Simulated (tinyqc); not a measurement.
# Stacked nanosheet transistor, parasitic resistance, capacitance and delay: what each parasitic element costs

Ns sheets share one contact on top; each has perimeter p = 2 (Ws + ts) and cross-section A = Ws ts; contact width Wc = Ws + 10 nm, stack height Hs = Ns pv. Sheet 1 is the top one. Contact length Lc = CPP - Lg - 2 Lsp, shared by two neighbouring gates. Source and drain sides are equal. The formulas are first-order estimates, not field solutions.

Epitaxy sheet resistance Rsh = re/te, transfer length LT = sqrt(rc/Rsh), contact Rc = [sqrt(rc Rsh)/Wc] coth(Lc/(2 LT)); extension of one sheet Rx = rx Lsp/A. With N sheets: gate Cg = Cinv p N Lg; per side, plate Cp = ks eps0 [Wc (Hs + Hc) - N A]/Lsp, top fringe Cf = (2/pi) ks eps0 Wc ln(1 + Lg/(2 Lsp)), overlap Co = Cinv p N Lov. One sheet: I = p Q vx u/(1 + |u|^1.8)^(1/1.8), Q = Cinv n Vt ln(1 + exp((Vg' - VT + dl Vd')/(n Vt))), u = Vd' mu/(vx Lg), Vg' = Vgs - v, Vd' = Vds - 2 v, with the drop on each side v_j = Rc sum I + rv (sum over levels k = 2..j of the current of sheets k..Ns) + Rx I_j. Ieff = [I(Vgs = Vdd, Vds = Vdd/2) + I(Vdd/2, Vdd)]/2, total currents. With Cs = Cp + Cf + Co, the load of an inverter of two such devices driving an equal one is CL = 2 (Cg + 2 Cs) + 4 Cs + Cw (own drains counted twice for the Miller effect); delay CL Vdd/(2 Ieff). Each row removes one element and keeps the rest.

Parameters, values chosen for the exercise; values close to those of silicon logic devices: temperature T = 300 K; number of sheets Ns = 3; sheet width Ws = 30 nm; sheet thickness ts = 5 nm; vertical pitch of the sheets pv = 14 nm; vertical resistance between sheet levels rv = 102 ohm; contacted gate pitch CPP = 48 nm; gate length Lg = 20 nm; spacer length Lsp = 8 nm; relative permittivity of the spacer ks = 7; gate height above the channel stack Hc = 30 nm; contact resistivity rc = 2.4e-9 ohm cm^2; resistivity of the source-drain epitaxy re = 0.00046 ohm cm; current-carrying depth of the epitaxy te = 20 nm; resistivity of the extension rx = 0.00052 ohm cm; gate overlap Lov = 1 nm; inversion capacitance Cinv = 2.9 uF/cm^2; injection velocity vx = 1.5e7 cm/s; apparent mobility mu = 130 cm^2/(V s); threshold at zero drain voltage VT = 0.25 V; barrier lowering dl = 0.066 V/V; subthreshold factor n = 1.18; wire load Cw = 0.36 fF; supply voltage Vdd = 0.65 V.

Constants: q = 1.602176634e-19 C, kB = 1.380649e-23 J/K, eps0 = 8.8541878128e-12 F/m, Vt = kB T/q. Results are converted to the units shown.

One element removed at a time:

|  | Ieff (uA) | CL (aF) | delay (ps) |
|---|---|---|---|
| as given | 73.81 | 813.2 | 3.581 |
| no contact resistance | 167.1 | 813.2 | 1.581 |
| no extension resistance | 77.79 | 813.2 | 3.397 |
| no vertical resistance | 76.07 | 813.2 | 3.474 |
| air spacer (ks = 1) | 73.81 | 675.3 | 2.974 |
| no overlap | 73.81 | 764.4 | 3.366 |
| no wire | 73.81 | 453.2 | 1.996 |

What does the comparison show?

Gains in delay, largest first: no contact resistance 56 %, no wire 44 %, air spacer (ks = 1) 17 %, no overlap 6.0 %, no extension resistance 5.1 %, no vertical resistance 3.0 %.

Program tinyqc, `OMP_NUM_THREADS=1 python tinyqc.py 2170015 2170016 out.jsonl`; Intel Xeon 2.30GHz, shared host, one thread, about 0.06 s.
